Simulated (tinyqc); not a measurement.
From results back to parameters: k.p values derived from sp3s* tight binding at Gamma. Four cases, with inputs chosen for the exercise.

Problem. The electron mass obeys m0/m = A + Ep/EG, where A gathers the direct term and the higher bands, and Ep = P^2/c with c = hbar^2/2m0, P = (a/4)(sa pc Vsapc + sc pa Vscpa). The mass comes from a hidden Vscpa (s cation, p anion); sa, sc are the anion and cation parts of S+, the upper s level at Gamma, and pa, pc those of P-, the lower p level (P+ is the upper one).

Constants: hbar^2/2m0 = 3.80998211 eV angstrom^2.

Find: Ep; Vscpa.

Method. Ep = (m0/m - A) EG gives |P|; both terms of P have the sign of sc pa, and the linear relation gives Vscpa. A is held fixed, though its part from P+ also depends on Vscpa.

Case 1.

Values chosen (out of a larger set: near a published set for InAs, fitted to gaps, whose masses and valley positions are rough; not measured data): a = 6.06 angstrom (lattice constant); Vsapc = 3.032 eV (s anion, p cation).

m = 0.0319463 m0
A = -1.53187
EG = 0.440590 eV

sa, sc, pa, pc: 0.490603  -0.871383  0.896194  -0.443661

Solution.

Ep = 14.47 eV
Vscpa = 5.43 eV

Case 2.

Values chosen (out of a larger set: near a published set for InAs, fitted to gaps, whose masses and valley positions are rough; not measured data): a = 6.055 angstrom (lattice constant); Vsapc = 3.006 eV (s anion, p cation).

m = 0.0252829 m0
A = -1.49893
EG = 0.344937 eV

sa, sc, pa, pc: 0.485363  -0.874313  0.897314  -0.441393

Solution.

Ep = 14.16 eV
Vscpa = 5.36 eV

Case 3.

Values chosen (out of a larger set: near a published set for InP, fitted to gaps, whose masses and valley positions are rough; not measured data): a = 5.864 angstrom (lattice constant); Vsapc = 2.235 eV (s anion, p cation).

m = 0.1221987 m0
A = -1.46020
EG = 1.406563 eV

sa, sc, pa, pc: 0.474343  -0.880340  0.906778  -0.421609

Solution.

Ep = 13.56 eV
Vscpa = 5.58 eV

Case 4.

Values chosen (out of a larger set: near a published set for GaSb, fitted to gaps, whose masses and valley positions are rough; not measured data): a = 6.102 angstrom (lattice constant); Vsapc = 4.93 eV (s anion, p cation).

m = 0.0623677 m0
A = -1.94613
EG = 0.750821 eV

sa, sc, pa, pc: 0.605123  -0.796132  0.879673  -0.475579

Solution.

Ep = 13.50 eV
Vscpa = 4.69 eV

Computed by tinyqc, one run a case: `OMP_NUM_THREADS=1 python tinyqc.py N N+1 out.jsonl` with N = 1450436, 1450440, 1450447, 1450469; one thread of a shared Intel(R) Xeon(R) Processor @ 2.30GHz, about 0.01 s a run at most.
